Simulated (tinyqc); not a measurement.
p-n diode with diffusion and depletion-layer recombination: one step of the calculation.

Abrupt junction in the depletion approximation, low injection, full ionisation, neutral widths fixed, ohmic contact on the p side. Vj is the junction voltage; where a series resistance Rs is given, V = Vj + J Rs is the terminal voltage.

Question. New Vj. Diffusion current alone: J = J0 (exp(Vj/Vt) - 1), g = Vj + J Rs - V, g' = 1 + Rs J0 exp(Vj/Vt)/Vt, Vj(new) = Vj - g/g'.

Inputs (values chosen for the exercise); band and dielectric values close to those of indium phosphide: temperature T = 273 K; series resistance Rs = 0.0021 ohm cm^2; terminal voltage V = 1.05 V.

Constants: q = 1.602176634e-19 C, kB = 1.380649e-23 J/K, Vt = kB T/q. Results are converted to the units shown.

Vj after iteration 1 = 1.0407255 V
J0 = J0n + J0p = 3.0130567e-19 A/cm^2

Give: J; g; g'; Vj after iteration 2.

Answer.

J = 4.915 A/cm^2
g = 0.001048 V
g' = 1.439
Vj after iteration 2 = 1.040 V

tinyqc, about 0.01 s, one thread, Intel Xeon 2.30GHz (shared host): `OMP_NUM_THREADS=1 python tinyqc.py 2260006 2260007 out.jsonl`
